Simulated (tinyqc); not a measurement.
Conduction-band anticrossing with a localised impurity level, step by step. Values are carried at full precision from step to step, so a last printed digit may differ when a step is redone from the rounded ones.

Host conduction band EM(k) = Eg - al x + c k^2/mM, c = hbar^2/2m0, coupled to a flat level EI by V = C sqrt(x): H = [[EM, V], [V, EI]], E+/- = (EM + EI)/2 +/- sqrt((EM - EI)^2/4 + V^2). The host weight of a state at E is f = 1/(1 + V^2/(E - EI)^2), and its mass at k = 0 is mM/f. The gap is E-(0), the valence top staying at 0.

Constants: hbar^2/2m0 = 3.80998211 eV angstrom^2.

Values chosen for the exercise (host near GaAs; the results hold for these values, not for the real material): Eg = 1.504 eV (gap at Gamma to the s-like level); mM = 0.0666 m0 (mass of the host band); EI = 1.817 eV (impurity level, from the valence top of the host); C = 3 eV (coupling); al = 0.15 eV (linear shift of the host edge); x = 0.021 (impurity fraction); k = 0.023 1/angstrom (wave vector).

## The two levels at k = 0

Give EM, V, both levels, their host weights, the gap and the mass of the band at the gap.

EM(0) = 1.5009 eV
V = 0.4347 eV

E-, E+ (eV): 1.1963  2.1215

host weights: 0.6709  0.3291

gap = 1.1963 eV
mass of E- = 0.0993 m0

The gap is 308 meV below that of the host, 147 meV per 1 % of impurity. V/|EM - EI| = 1.38; second-order perturbation theory would shift the host level by V^2/(EM - EI) = -598 meV, the exact shift is -305 meV.

## The levels at one k

Fill in the matrix and give levels and weights.

H (eV):
```
            host  impurity
host      1.5311    0.4347
impurity  0.4347    1.8170
```

E-, E+ (eV): 1.2164  2.1317

host weights: 0.6562  0.3438

## Dispersion

Seven points from k = 0 to 0.12 1/angstrom.

Levels (eV):
```
k (1/angstrom)      EM      E-      E+  host weight of E-
0.000           1.5009  1.1963  2.1215              0.671
0.020           1.5237  1.2116  2.1292              0.660
0.040           1.5924  1.2557  2.1537              0.625
0.060           1.7068  1.3237  2.2001              0.563
0.080           1.8670  1.4065  2.2774              0.471
0.100           2.0729  1.4918  2.3981              0.359
0.120           2.3246  1.5674  2.5742              0.248
```

E- flattens towards EI = 1.817 eV, which it cannot cross: its width is bounded by 0.621 eV, of which 60 % is used up at the last point. The unmixed host band crosses EI at k = 0.0743 1/angstrom, where the splitting is smallest, 2V = 0.869 eV.

## Checks

- Closed form against diagonalisation: they agree to 1e-10 or better.
- Mass mM/f against the curvature of the band: both 0.09928.

Computed by tinyqc, a small Python program: `OMP_NUM_THREADS=1 python tinyqc.py 1080786 1080787 out.jsonl` (the numbers bound the seed that draws the inputs); one thread of a shared host (Intel(R) Xeon(R) Processor @ 2.30GHz), about 0.01 s for the whole set of steps.
